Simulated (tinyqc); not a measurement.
Charge neutrality level from zone-averaged pseudopotential bands, step by step. Values are carried at full precision from step to step, so a last printed digit may differ when a step is redone from the rounded ones.

Empirical pseudopotential on the fcc lattice, atoms at +/- tau, tau = a (1,1,1)/8, no spin-orbit coupling. H(G,G') = c (2 pi/a)^2 |k + G|^2 delta + VS(q) cos(q.tau) + i VA(q) sin(q.tau), q = G - G', c = hbar^2/2m0; k and G in units of 2 pi/a; VS at |q|^2 = 3, 8, 11 and VA at 3, 4, 11, in rydberg, zero elsewhere. At each k the basis holds all G with |k + G|^2 up to 16; energies are counted from the fourth level at Gamma.

Mesh: k = sum_i (n_i + 1/2)/N b_i, n_i = 0 ... N - 1, b = (-1,1,1), (1,-1,1), (1,1,-1); points with the same sorted |kx|, |ky|, |kz| after folding to the shortest k + G are joined, with their count as weight. Neutrality (branch-point) level: E_N = (1/2) mean over k of [E5 + (E3 + E4)/2], E_n the n-th level from below.

Constants: hbar^2/2m0 = 3.80998211 eV angstrom^2; Ry = 13.60569312 eV.

Parameters, chosen for this exercise (classic local form factors of the size used for GaAs, without spin-orbit coupling; shifted at random, so the results belong to these values and not to a real crystal):
```
symbol  value                  unit      meaning
a       5.655                  angstrom  lattice constant
VS      (-0.227, 0.01, 0.061)  Ry        symmetric form factors
VA      (0.069, 0.051, 0.011)  Ry        antisymmetric form factors
mesh    3                                points along each reciprocal vector
```

## Levels on the mesh

Diagonalise at each joined point.

Levels (eV):
```
kx          ky      kz  weight       E3       E4      E5      E6
0.1667  0.1667  0.1667       2  -0.2901  -0.2901  2.4681  4.9390
0.5000  0.1667  0.1667       6  -1.5567  -1.2995  2.9957  4.6525
0.5000  0.5000  0.1667       6  -2.4636  -0.9669  3.1205  4.9275
0.5000  0.5000  0.5000       1  -0.9145  -0.9145  1.6632  4.9085
0.8333  0.1667  0.1667       6  -2.8673  -2.0033  2.1655  3.7038
0.8333  0.5000  0.1667       6  -3.2490  -2.1010  4.2345  4.4574
```

## Gaps

Level 5 at Gamma, at the lowest of (f,0,0) with f = 0.8, 0.85, 0.9, 1, and at (1/2,1/2,1/2).

gaps to Gamma, Delta/X, L (eV): [1.4459, 1.6681, 1.6632]

## The neutrality level

Energies are counted from the valence top at Gamma. E_N = (1/2) weighted mean of [E5 + (E3 + E4)/2]. Compare with half the smallest indirect gap, min(Delta/X, L)/2, and give the barrier for electrons in the limit of full pinning, min(gaps) - E_N.

mean of E5 = 3.0258 eV
mean of (E3 + E4)/2 = -1.8895 eV
E_N = 0.5681 eV
half the indirect gap = 0.8316 eV
pinned barrier for electrons = 0.8778 eV

E_N lies at 39 % of the gap from the valence top, so pinned contacts have the lower barrier for holes. The two estimates differ by 0.26 eV; both rules are good to a few tenths of an eV only, so a position within that distance of a band edge or of mid-gap is not settled. Local form factors place the indirect gaps only to a few tenths of an eV, and E_N moves with them. Spin-orbit coupling, left out, would lift the valence top by a third of its splitting.

## Checks

- Sum of the weights against N^3: both 27.

Program tinyqc; command `OMP_NUM_THREADS=1 python tinyqc.py 1881238 1881239 out.jsonl`; about 0.08 s on one thread of a shared Intel(R) Xeon(R) Processor @ 2.30GHz.
